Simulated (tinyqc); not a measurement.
Course in time: spin coating of a resist or spin-on film: centrifugal thinning, evaporation and the final thickness (Emslie and Meyerhofer models). Computed by tinyqc, a small Python program. Command: `OMP_NUM_THREADS=1 python tinyqc.py 3114263 3114264 out.jsonl spincoat walk`. One thread of a shared host (Intel(R) Xeon(R) Processor @ 2.30GHz), about 0.08 s of CPU time with the checks.

A Newtonian film stays uniform over the wafer; solvent and solids have the same density and the concentration is uniform through the thickness.

Inputs (values chosen for the exercise, of the order of those of a polymer resist in an ester solvent): solids volume fraction c0 = 0.26; kinematic viscosity of the solvent nu_s = 1.2 mm^2/s; viscosity constant k = 1700 mm^2/s; viscosity exponent gamma = 2.7; spin speed f = 1500 rpm; evaporation rate at 1000 rpm e0 = 0.24 micrometre/s; starting thickness h0 = 700 micrometre; wafer radius R = 150 mm; shrinkage in the bake = 0.92 %.

Method:
- omega = 2 pi f/60; nu(c) = nu_s + k c^gamma; evaporation rate e = e0 sqrt(f/1000 rpm).
- Flow constant K = 2 omega^2/(3 nu(c0)); Reynolds number of the air omega R^2/nu_air with nu_air = 15 mm^2/s.
- Meyerhofer estimate: flow rules until (1 - c0) K h^3 = e, then evaporation alone: h_w = (e/((1 - c0) K))^(1/3), dry film c0 h_w.
- Full model for solids s and liquid l per area, h = s + l, c = s/h: ds/dt = -c Q, dl/dt = -(1 - c) Q - e, Q = 2 omega^2 h^3/(3 nu(c)); integrated adaptively (relative tolerance 1e-9) until l = 0.
- Dry film = s at l = 0, before the bake; film after the bake = s x (1 - shrinkage).
- Times are fractions of the time to dry.

omega = 157.080 1/s

evaporation rate e = 0.293939 micrometre/s

dry film = 3007.64 nm

dry film, estimate = 2691.87 nm

History:
```
fraction       t (s)  h (micrometre)        c  nu (mm^2/s)         Q/e  s (nm)
0.003     1.0140e-01          115.75  0.26005        45.98  1.8877e+03   30102
0.010     3.3801e-01           64.01  0.26027        46.08  3.1852e+02   16661
0.030     1.0140e+00           37.05  0.26140        46.61  6.1054e+01    9685
0.100     3.3801e+00           20.26  0.26863        50.09  9.2935e+00    5443
0.200     6.7603e+00           14.21  0.28524        58.68  2.7390e+00    4055
0.350     1.1831e+01           10.45  0.32293        81.56  7.8365e-01    3376
0.500     1.6901e+01            8.26  0.37938       125.35  2.5191e-01    3135
0.700     2.3661e+01            6.03  0.50280       266.80  4.5960e-02    3031
0.900     3.0421e+01            4.00  0.75173       787.92  4.5576e-03    3010
```

What follows from these numbers?

Q/e drops below 1 between t = 6.8 and 12 s, when c has risen from 0.26 to about 0.323; after that row the solids fall by a further 11 %. The full model gives 1.12 times the two-stage estimate.
